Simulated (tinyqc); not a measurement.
## Well width for a wanted wavelength

Question. The layer is x parts of the first compound and 1 - x of the second, grown coherently on the third as substrate and barrier. Rows of the table: lattice constant a, average valence level Ea on an absolute scale, spin-orbit splitting so, gaps at Gamma, X and L, hydrostatic deformation potentials av and ac (Gamma), shear potential b, elastic constants, electron and heavy-hole (along z) masses. All are interpolated linearly in x; gaps get -C x (1 - x), taken wholly in the conduction band; real line-ups can differ from this model by 0.1 eV or more. In-plane strain e = (a_substrate - a)/a, e_z = -2 (c12/c11) e, volume change 2 e + e_z. With v = 2 e + e_z and d = 2 b (e_z - e): Eav = Ea + av v; E_hh = Eav + so/3 - d/2; E_lh = Eav - so/6 + d/4 + sqrt(so^2 + so d + 9 d^2/4)/2; E_c = Ea + so/3 + EG + ac v (Gamma). Substrate: E_v = Ea + so/3, E_c = E_v + EG. Well depths: dEc = E_c(substrate) - E_c, dEhh = E_hh - E_v(substrate), dElh likewise; strained Gamma gap E_c - max(E_hh, E_lh); positive values confine carriers in the layer. Lowest level of a finite well of width Lw and depth V: kw Lw/2 = arctan(sqrt((mw/mb)(V - E)/E)), kw = sqrt(mw E/C), C = hbar^2/(2 m0), for electrons (dEc) and heavy holes (dEhh), mb from the substrate; transition E_c - E_hh + both levels, without exciton binding; wavelength h c/E. Find Lw and the two levels.

Parameters, values chosen for the exercise:
```
symbol,value,unit,meaning
x,0.42,,fraction of the first compound in the layer
CG,1.43,eV,bowing of the Gamma gap
CX,1.2,eV,bowing of the X gap
CL,1.2,eV,bowing of the L gap
```

Constants: q = 1.602176634e-19 C, hbar = 1.054571817e-34 J s, h = 6.62607015e-34 J s, m0 = 9.1093837015e-31 kg, c = 299792458 m/s, hbar^2/(2 m0) = 0.0380998212 eV nm^2. Results are converted to the units shown.

Binary compounds, values chosen for the exercise:
```
	close to GaSb	close to GaAs	close to InP
a (angstrom)	6.096	5.653	5.869
Ea (eV)	-6.25	-6.92	-7.04
so (eV)	0.752	0.336	0.11
EG (eV)	0.725	1.42	1.34
EX (eV)	1.03	1.9	2.17
EL (eV)	0.811	1.7	1.92
av (eV)	0.793	1.15	1.26
ac (eV)	-6.92	-7.19	-4.97
b (eV)	-2	-1.72	-1.72
c11 (GPa)	87.3	119	101
c12 (GPa)	40.1	53.6	56
me (m0)	0.0392	0.0676	0.0796
mh (m0)	0.251	0.353	0.536
```

wavelength = 1562.0038 nm

Solution. Both levels fall steadily as the well widens, so the wavelength rises steadily and one width matches.

Lw = 7.900 nm
electron level = 26.88 meV
heavy-hole level = 14.41 meV

Program tinyqc, `OMP_NUM_THREADS=1 python tinyqc.py 2690117 2690118 out.jsonl`; Intel Xeon 2.30GHz, shared host, one thread, about 0.01 s.
